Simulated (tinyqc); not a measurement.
Worked calculation: one-electron ion in a basis of Gaussians. Computed by tinyqc, a small Python program that keeps every step. Settings: Z = 2, l = 0. Command: `OMP_NUM_THREADS=1 python tinyqc.py 24959 24960 out.jsonl` (the two numbers bound the seeds that draw the settings). One thread of a shared host (Intel(R) Xeon(R) Processor @ 2.60GHz), about 0.01 s of CPU time with the checks.

## Matrices over normalised Gaussians

exponents of r^l exp(-a r^2) (1/bohr^2): 0.250400  0.861900  2.967000  10.210000  35.150000

Z = 2

l = 0

With p = a_i + a_j and I(k) = Gamma((k+1)/2) / (2 p^((k+1)/2)): S = I(2l+2), T = (2l+3) a_i a_j S / p, V = -Z I(2l+1), each divided by sqrt(S_ii S_jj).

S:
```
          1         2         3         4         5
1  1.000000  0.763450  0.392194  0.169031  0.068620
2  0.763450  1.000000  0.763422  0.392260  0.169010
3  0.392194  0.763422  1.000000  0.763533  0.392237
4  0.169031  0.392260  0.763533  1.000000  0.763394
5  0.068620  0.169010  0.392237  0.763394  1.000000
```

T (hartree):
```
          1         2         3          4          5
1  0.375600  0.444397  0.271687   0.123937   0.051183
2  0.444397  1.292850  1.529630   0.935310   0.426550
3  0.271687  1.529630  4.450500   5.265937   3.219545
4  0.123937  0.935310  5.265937  15.315000  18.119575
5  0.051183  0.426550  3.219545  18.119575  52.725000
```

V (hartree):
```
           1          2          3           4           5
1  -1.597045  -1.817090  -1.587592   -1.233749   -0.921386
2  -1.817090  -2.962978  -3.371218   -2.945573   -2.288868
3  -1.587592  -3.371218  -5.497419   -6.254909   -5.465042
4  -1.233749  -2.945573  -6.254909  -10.197951  -11.603000
5  -0.921386  -2.288868  -5.465042  -11.603000  -18.921812
```

## Generalised eigenproblem

H = T + V (hartree):
```
           1          2          3          4          5
1  -1.221445  -1.372693  -1.315905  -1.109812  -0.870203
2  -1.372693  -1.670128  -1.841588  -2.010264  -1.862318
3  -1.315905  -1.841588  -1.046919  -0.988972  -2.245497
4  -1.109812  -2.010264  -0.988972   5.117049   6.516575
5  -0.870203  -1.862318  -2.245497   6.516575  33.803188
```

Solve H C = S C e through S^(-1/2); each column has its largest component positive (the first on a tie).

eigenvalues of S: 0.041746  0.153526  0.501433  1.385594  2.917702

eigenvalues (hartree): -1.996550  -0.310546  2.962821  17.903070  77.665458

coefficients:
```
          1          2          3          4          5
1  0.181627   1.468592  -0.951370   0.395669  -0.176950
2  0.577415  -1.001605   2.271025  -1.262248   0.574838
3  0.294077  -0.103830  -1.764115   2.304785  -1.266077
4  0.069163  -0.063819   0.106457  -1.951303   2.142885
5  0.024793  -0.010422  -0.068713   0.130045  -1.805495
```

For Z = 2 and l = 0 the exact lowest level is -Z^2/(2 n^2) with n = l + 1: -2.000000 hartree.
